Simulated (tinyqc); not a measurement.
# Worked calculation: octagonal on-chip spiral inductor, lumped pi model

Computed by the program tinyqc: `OMP_NUM_THREADS=1 python tinyqc.py 2302231 2302232 out.jsonl`, one thread of a shared Intel Xeon 2.30GHz, about 0.01 s for the whole run. Printed values are rounded.

Outer diameter do = di + 2 n wd + 2 (n - 1) sp, mean da = (do + di)/2, fill p = (do - di)/(do + di), length l = 3.314 n da. L = 2.25 mu0 n^2 da/(1 + 3.55 p), mu0 = 4 pi 1e-7 H/m. Rs = rho l/(wd delta (1 - exp(-th/delta))), delta = sqrt(rho/(pi f mu0)). Cs = n wd^2 eps0 eo/hu across the coil. At each end Cox = l wd eps0 eo/(2 ho) leads to the substrate branch Rsi = 2 rs he/(l wd) in parallel with Csi = l wd eps0 11.7/(2 he). With one end grounded Y = 1/(Rs + i w L) + i w Cs + 1/[1/(i w Cox) + 1/(1/Rsi + i w Csi)], w = 2 pi f; Q = -Im Y/Re Y. Eddy currents in neighbouring turns and in the substrate are left out.

Values chosen for this exercise; values of the order met in silicon radio-frequency processes:
- n = 5.5 (number of turns)
- wd = 4 um (line width)
- sp = 1.5 um (space between turns)
- di = 40 um (inner diameter)
- th = 0.9 um (metal thickness)
- rho = 1.9 uohm cm (metal resistivity)
- ho = 3.9 um (oxide below the coil)
- hu = 1.2 um (oxide between coil and underpass)
- eo = 3 (relative permittivity of the oxide)
- rs = 100 ohm cm (substrate resistivity)
- he = 30 um (effective spreading depth in the substrate)
- f = 1.6 GHz (frequency)

Constants: eps0 = 8.8541878128e-12 F/m. Results are converted to the units shown.

## Geometry and model elements

do, l, L, delta, Rs, Cs, Cox, Rsi and Csi as defined.

do = 97.5 um
l = 1253.11 um
L = 2.36670 nH
delta = 1.73435 um
Rs = 8.47736 ohm
Cs = 1.94792 fF
Cox = 17.0696 fF
Rsi = 11970.3 ohm
Csi = 8.65429 fF

Rs is 1.28 times the direct-current value in this empirical form, which overstates the skin effect of a flat slab when delta is near th and so stands in for some current crowding.

## Admittance, quality factor and apparent inductance

Series branch 1/(Rs + i w L), substrate branch, total Y, Q = -Im Y/Re Y, apparent inductance Im(1/Y)/w, metal-only value w L/Rs, share of the loss in the substrate Re(substrate branch)/Re Y.

series branch = 13.2883-37.2951i mS
substrate branch = 0.0333089+0.0684924i mS
Y = 13.3216-37.2070i mS
Q = 2.79299
apparent inductance = 2.36969 nH
w L/Rs = 2.80662
share of the loss in the substrate = 0.250037 %

Q is 99.5 % of the metal-only value.
